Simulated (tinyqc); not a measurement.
# Changing the Luttinger gamma_1

Model: shallow acceptor in the spherical model (Baldereschi-Lipari), strong spin-orbit limit. Computed by tinyqc, a small Python program. Command: `OMP_NUM_THREADS=1 python tinyqc.py 3018918 3018919 out.jsonl acceptor sweep`. One thread of a shared host (Intel(R) Xeon(R) Processor @ 2.30GHz), about 0.02 s of CPU time with the checks.

The 1S(3/2) state has an s envelope f(r) and a d envelope g(r). In effective units they obey -(f'' + 2f'/r + 2f/r) + mu (g'' + 5g'/r + 3g/r^2) = E f and -(g'' + 2g'/r - 6g/r^2 + 2g/r) + mu (f'' - f'/r) = E g. The cubic term, the split-off band and the central cell are left out.

Inputs (values chosen for the exercise, modelled on InP): Luttinger gamma_2 = 1.63; Luttinger gamma_3 = 2.11; dielectric constant eps = 12.7; spin-orbit gap Delta_so = 105 meV.

Constants: Ry = 13.605693123 eV; a_0 = 0.529177210903 angstrom.

Method:
- Ry* = Ry/(gamma_1 eps^2), a* = a_0 eps gamma_1, mu = (6 gamma_3 + 4 gamma_2)/(5 gamma_1), delta = (gamma_3 - gamma_2)/gamma_1; spherical masses 1/(gamma_1 (1 - mu)) (heavy) and 1/(gamma_1 (1 + mu)) (light).
- Basis: f_i = exp(-zeta_i r), g_i = r exp(-zeta_i r), weight r^2 dr, s = zeta_i + zeta_j. S_ff = 2/s^3, H_ff = zeta_i zeta_j S_ff - 2/s^2; S_gg = 24/s^5, H_gg = 8/s^3 + 24 zeta_i zeta_j/s^5 - 12/s^4; H(f_i, g_j) = mu (6 zeta_i^2/s^4 + 2 zeta_i/s^3); S_fg = 0. Each function is normalised by sqrt(S_ii).
- Large basis: zeta_i = 0.08 x 1.55^(i-1), i = 1..20 in each channel; overlap eigenvalues below 1e-11 are dropped.
- Binding energies are -E Ry*; the mass that fits is E(1S) eps^2/Ry.

One run for each value:
```
Luttinger gamma_1  1S(3/2) binding energy (meV)  d weight of 1S(3/2)       mu  Ry* (meV)
4.17                                     118.47              0.40816  0.91990     20.229
4.88                                      42.15              0.28698  0.78607     17.286
5.71                                      25.62              0.20431  0.67180     14.773
6.68                                      18.19              0.14657  0.57425     12.628
7.82                                      13.85              0.10552  0.49054     10.787
9.15                                      10.98              0.07633  0.41923      9.219
10.70                                      8.93              0.05542  0.35850      7.884
12.50                                      7.38              0.04040  0.30688      6.748
```

What does the table show?

Over the rows, 1S(3/2) binding energy (meV) falls from 118 to 7.38 (exponent d ln y / d ln x -6.6 between the first rows and -1.2 between the last); d weight of 1S(3/2) falls from 0.408 to 0.0404 (exponent d ln y / d ln x -2.2 between the first rows and -2.0 between the last); mu falls from 0.920 to 0.307 (exponent d ln y / d ln x about -1.0 throughout).

Caution (rows 4.17, 4.88, 5.71): the binding exceeds a fifth of the spin-orbit gap Delta_so, so the split-off band, left out, matters. Caution (rows 4.17): the orbit is only a few bond lengths wide, so central-cell terms matter.
